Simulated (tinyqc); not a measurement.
Swing of the coupled dose with resist thickness: standing waves and exposure in a photoresist film.

Normal incidence from air. Unexposed resist: N1 = n1 + i k1 with k1 = (A + B) lam/(4 pi), lam in micrometres. r01 = (1 - N1)/(1 + N1), t01 = 2/(1 + N1). Substrate Ns = ns + i ks: r12 = (N1 - Ns)/(N1 + Ns). With p = exp(2 pi i N1 d/lam), the field at depth z is E(z) = t01 [exp(2 pi i N1 z/lam) + r12 p^2 exp(-2 pi i N1 z/lam)]/(1 + r01 r12 p^2), the relative intensity I(z) = n1 |E(z)|^2 and the reflectance R = |(r01 + r12 p^2)/(1 + r01 r12 p^2)|^2.

Inputs chosen for the exercise (a resist on Si, indices near tabulated ones; not measured data):
- lam = 248 nm (vacuum wavelength)
- n1 = 1.766 (resist index)
- A = 0.01 1/micrometre (bleachable absorption (Dill A))
- B = 0.94 1/micrometre (fixed absorption (Dill B))
- d = 466 nm (resist thickness)
- ns = 1.546 (substrate n)
- ks = 3.618 (substrate k)

The mean of I is taken over 800 depths; the relative dose to clear is taken as 1/(mean of I over the lowest period, 60 depths), scaled to 1 in the first row.

Swing:

| d (nm) | R | mean I | relative dose |
|---|---|---|---|
| 466.0 | 0.3033 | 0.9949 | 1.000 |
| 477.7 | 0.4196 | 0.8132 | 1.212 |
| 489.4 | 0.4092 | 0.8101 | 1.197 |
| 501.1 | 0.2694 | 0.9850 | 0.979 |
| 512.8 | 0.0703 | 1.2411 | 0.788 |
| 524.5 | 0.0864 | 1.2104 | 0.825 |
| 547.9 | 0.3913 | 0.7841 | 1.278 |
| 559.6 | 0.3813 | 0.7823 | 1.263 |
| 571.3 | 0.2447 | 0.9406 | 1.047 |
| 583.0 | 0.0557 | 1.1646 | 0.856 |
| 594.7 | 0.0711 | 1.1368 | 0.894 |
| 606.4 | 0.2527 | 0.9048 | 1.134 |

Give the missing row, d (nm) = 536.2.

Computed row:
```
d (nm)       R  mean I  relative dose
536.2   0.2765  0.9479          1.065
```

The period is 70.2 nm, six rows. The relative dose swings between 0.788 and 1.278, a ratio (max - min)/mean of 0.470, against the estimate 4 sqrt(|r01|^2 |r12|^2) exp(-(A + B) d) = 0.522 for the oscillating part alone; the ratio from the table also holds the slow rise from absorption, 13.4 % over two periods, so the two are not strictly comparable. The dose is least sensitive to thickness at an extremum; the lowest dose listed is at 512.8 nm.

Run: tinyqc, `OMP_NUM_THREADS=1 python tinyqc.py 1651780 1651781 out.jsonl`; Intel(R) Xeon(R) Processor @ 2.30GHz, one thread, shared host; about 0.01 s of CPU time with all checks.
